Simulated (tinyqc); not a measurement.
# Inputs raised by 5 %, one at a time

Model: finite-size error of a charged defect in a periodic cell: Madelung and Makov-Payne terms. Computed by tinyqc, a small Python program. Command: `OMP_NUM_THREADS=1 python tinyqc.py 3024662 3024663 out.jsonl imagecharge sens`. One thread of a shared host (Intel(R) Xeon(R) Processor @ 2.30GHz), about 0.05 s of CPU time with the checks.

L is the cube root of the cell volume. The defect charge is a Gaussian, rho(r) = q (2 pi sigma^2)^(-3/2) exp(-r^2/2 sigma^2), repeated periodically in a uniform neutralising background and screened by a continuum. The model cell energy is E(L) = E_0 + [periodic - isolated electrostatic energy].

Inputs (values chosen for the exercise, with screening close to that of AlN): charge q = 1 e; cell length L = 16.4 angstrom; dielectric constant eps = 8.84; width sigma of the defect charge = 2 angstrom; formation energy of the isolated defect E_0 = 2.902 eV.

Supercell lattice: fcc. Screening: isotropic.

Constants: e^2/(4 pi eps_0) = 14.39964548 eV angstrom.

Method:
- Cell vectors: (0,1,1), (1,0,1), (1,1,0), scaled to volume L^3.
- Ewald sum for a unit point charge: scale each Cartesian component of the cell by 1/sqrt(eps_i), giving R', G' and V'; E = [ (1/2) sum erfc(eta R')/R' + (2 pi/V') sum exp(-G'^2/4 eta^2)/G'^2 - eta/sqrt(pi) - pi/(2 V' eta^2) ] e^2/(4 pi eps_0) / sqrt(eps_x eps_y eps_z), over n_i = -6..6, omitting n = (0,0,0), eta = 2/V'^(1/3). alpha = -2 E eps_g L/(e^2/(4 pi eps_0)), eps_g = (eps_x eps_y eps_z)^(1/3).
- Periodic energy of the Gaussian: (2 pi q^2/V) sum_(G != 0) exp(-sigma^2 G^2)/(G.eps.G) x e^2/(4 pi eps_0), n_i = -k..k with k = max(9, L/sigma rounded up). Isolated energy: q^2/(2 sqrt(pi) sigma) <1/(n.eps.n)> e^2/(4 pi eps_0), the mean over directions n, here 1/eps.

Runs; columns: (1) input moved; (2) from; (3) to; (4) point-charge correction -q^2 E (eV); (5) finite-size error (eV); (6) Madelung constant alpha; (7) isolated energy (eV):
```
(1)                                           (2)    (3)     (4)      (5)    (6)     (7)
base run                                        -      -  0.1434  -0.1342  2.888  0.2298
cell length L (angstrom)                     16.4  17.22  0.1366  -0.1286  2.888  0.2298
dielectric constant eps                      8.84  9.282  0.1366  -0.1278  2.888  0.2188
width sigma of the defect charge (angstrom)     2    2.1  0.1434  -0.1332  2.888  0.2188
```

Exponents ln(y'/y) / ln(x'/x):
```
input                             point-charge correction -q^2 E  finite-size error  Madelung constant alpha  isolated energy
cell length L                                                 -1             -0.869                        0                0
dielectric constant eps                                       -1             -1.000                        0               -1
width sigma of the defect charge                               0             -0.146                        0               -1
```

To which inputs is each result most sensitive?

Among the inputs moved here: point-charge correction -q^2 E answers most in size to cell length L (exponent -1.000), and about equally to dielectric constant eps (-1.000); its exponent is below 0.0005 for width sigma of the defect charge. Its exponent -1.000 in cell length L: the Madelung term goes as 1/L. Its exponent -1.000 in dielectric constant eps: isotropic screening divides every term by eps. Finite-size error answers most in size to dielectric constant eps (exponent -1.000), next to cell length L (-0.869). Its exponent -1.000 in dielectric constant eps: isotropic screening divides every term by eps. Madelung constant alpha hardly depends on these (all exponents below 0.005). Isolated energy answers most in size to dielectric constant eps (exponent -1.000), and about equally to width sigma of the defect charge (-1.000); its exponent is below 0.0005 for cell length L. Its exponent -1.000 in width sigma of the defect charge: the self-energy goes as 1/sigma.
